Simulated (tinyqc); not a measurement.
Inside a calculation. Method: RKS/B3LYP (VWN-RPA form) in the 6-311g basis, for He, spin multiplicity 1. One step of it, computed by the program tinyqc.

Task: Iteration 2: DIIS coefficients. Solve [B -1; -1 0][c; lambda] = [0; -1] for the coefficients, which sum to one.

B (overlaps of the stored error matrices):
```
                1               2
1   1.7208723e+00  -1.0611572e-01
2  -1.0611572e-01   1.5349987e+00
```

Give: DIIS coefficients.

Result:

DIIS coefficients: 0.4732  0.5268
